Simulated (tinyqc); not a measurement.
Inside a calculation: quasiparticle equation with a plasmon-pole self-energy for two band edges. Values are carried at full precision from step to step, so a last printed digit may differ when a step is redone from the rounded ones.

For each edge E = e + X + Sc(E), with the correlation part Sc(E) = A[0]/(E - a + w) + A[1]/(E - b - w); a and b are the valence and conduction energies that enter the Green function (a = ev, b = ec in the one-shot scheme). Z = 1/(1 - dSc/dE), dSc/dE = -A[0]/(E - a + w)^2 - A[1]/(E - b - w)^2.

Parameters, chosen for this exercise (scales of the order of those of AlN; the results hold for these values, not for the real material): ev = 0 eV (mean-field valence top); ec = 4 eV (mean-field conduction edge); w = 19.4 eV (pole energy); Av = (84.3, 39.3) eV^2 (weights of the valence state on the hole and electron poles); Ac = (39.3, 74.2) eV^2 (the same for the conduction state); Xv = -4.5 eV (exchange minus the mean-field potential, valence); Xc = 3.37 eV (the same, conduction).

## Linearised one-shot correction

Evaluate Sc and its slope at the mean-field energy; E = e + Z (X + Sc).

Terms:

| edge | Sc (eV) | dSc/dE | Z | X + Sc (eV) | E (eV) |
|---|---|---|---|---|---|
| valence | 2.6659 | -0.2958 | 0.7717 | -1.8341 | -1.4155 |
| conduction | -2.1453 | -0.2689 | 0.7881 | 1.2247 | 4.9652 |

gap = 6.3807 eV
gap with Z = 1 = 7.0589 eV

The gap opens by 2.381 eV, 59 % of it by lowering the valence top. Setting Z = 1 would overshoot by 0.678 eV. X and Sc have opposite signs and are each larger than the sum they leave, so both must be converged well.

## Solving the equation for the conduction edge

Newton steps on f(E) = E - ec - Xc - Sc(E) from E = ec; the first step is the linearised result.

Iterates:

| step | E (eV) | Sc (eV) | f (eV) |
|---|---|---|---|
| 0 | 4.00000 | -2.14526 | -1.224745 |
| 1 | 4.96518 | -2.41204 | 0.007219 |
| 2 | 4.95956 | -2.41044 | 0.000000 |
| 3 | 4.95956 | -2.41044 | 0.000000 |

The linearisation errs by +5.6 meV, as the shift is only 0.049 of the pole energy.

## All solutions for the valence state

Multiplying out gives a cubic; give its three roots and their weights Z.

roots (eV): -23.932  -1.401  24.833

weights: 0.1952  0.7552  0.0495

The weights add up to 1. The satellite below lies 22.53 eV from the main peak, 16 % more than w: this scheme places plasmon satellites too far out, and gives one where a cumulant form gives a series.

## Updating the energies in the Green function

Solve both equations exactly, put the results in place of a and b, and repeat five times; w is kept.

Cycles (eV):

| cycle | Ev | Ec | gap |
|---|---|---|---|
| 1 | -1.4010 | 4.9596 | 6.3606 |
| 2 | -1.6183 | 5.0481 | 6.6663 |
| 3 | -1.6526 | 5.0520 | 6.7046 |
| 4 | -1.6585 | 5.0510 | 6.7095 |
| 5 | -1.6595 | 5.0506 | 6.7101 |

The update moves the gap by +350 meV from the one-shot value; each cycle shrinks the change to about 0.13 of the one before.

## Checks

- Sum of the weights of the three roots: both 1.000000.
- Newton result against the root by bisection (eV): both 4.95956.

tinyqc: `OMP_NUM_THREADS=1 python tinyqc.py 1880971 1880972 out.jsonl`; about 0.01 s, one thread, shared Intel(R) Xeon(R) Processor @ 2.30GHz.
